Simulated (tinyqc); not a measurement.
Changing the frequency f: longitudinal sound in a periodic multilayer: transfer matrices, stop bands and folded phonons. Computed by tinyqc, a small Python program. Command: `OMP_NUM_THREADS=1 python tinyqc.py 3024872 3024873 out.jsonl multilayer sweep`. One thread of a shared host (Intel(R) Xeon(R) Processor @ 2.30GHz), about 0.01 s of CPU time with the checks.

Layers 1 and 2 repeat with period d = d_1 + d_2; waves travel normal to the layers, without loss. State vector (u, s): displacement u and stress divided by omega. Impedances Z = rho v are in 1e6 kg/(m^2 s).

Inputs (values chosen for the exercise, modelled on silica (layer 1), titanium nitride (layer 2) and silica (substrate)): density rho_1 = 2.21 g/cm^3; velocity v_1 = 6060 m/s; thickness d_1 = 164 nm; density rho_2 = 5.42 g/cm^3; velocity v_2 = 10400 m/s; thickness d_2 = 283 nm; substrate density = 2.17 g/cm^3; substrate velocity = 5900 m/s; periods N = 4.

Method:
- Z = rho v; interface reflection r = (Z_2 - Z_1)/(Z_2 + Z_1) (stress amplitude, from 1 into 2); Bragg frequency f_B = 1/[2 (d_1/v_1 + d_2/v_2)]; long-wave velocity v_eff = d/sqrt[(d_1/v_1)^2 + (d_2/v_2)^2 + (Z_1/Z_2 + Z_2/Z_1)(d_1/v_1)(d_2/v_2)].
- A layer maps (u, s) by [[cos p, sin p/Z], [-Z sin p, cos p]], p = 2 pi f d_i/v_i; one period is M = M_2 M_1, and cos(q d) = trace(M)/2.
- For N periods A = M^N. A wave comes from a thick layer of material 1 and leaves into the substrate (Z_s): transmitted power T = 4 Z_1 Z_s/|Z_1 A_22 + Z_s A_11 - i (Z_1 Z_s A_12 - A_21)|^2, reflected power R = 1 - T.

One run for each value:
```
frequency f (GHz)  trace(M)/2  transmitted power T  T in decibel (dB)
1.84                    0.693            9.956e-01         -1.906e-02
3.40                    0.033            9.752e-01         -1.089e-01
4.96                   -0.806            3.255e-01         -4.874e+00
6.52                   -1.590            4.523e-04         -3.345e+01
8.08                   -2.105            5.746e-05         -4.241e+01
9.64                   -2.206            4.106e-05         -4.387e+01
11.20                  -1.867            1.377e-04         -3.861e+01
12.80                  -1.160            5.921e-03         -2.228e+01
14.30                  -0.348            3.472e-01         -4.594e+00
15.90                   0.439            5.499e-01         -2.597e+00
17.40                   0.903            6.236e-01         -2.051e+00
19.00                   0.969            6.424e-01         -1.922e+00
20.60                   0.577            7.471e-01         -1.266e+00
22.10                  -0.108            7.997e-01         -9.707e-01
```

Over the rows, trace(M)/2 lies between -2.21 and 0.969 without a single trend. Rows with |trace/2| > 1 lie in stop bands: 5 of 14; the smallest T, 4.1e-5, falls at 9.64 GHz.

Extremes, crossings and ranges named in words are read from the listed rows.
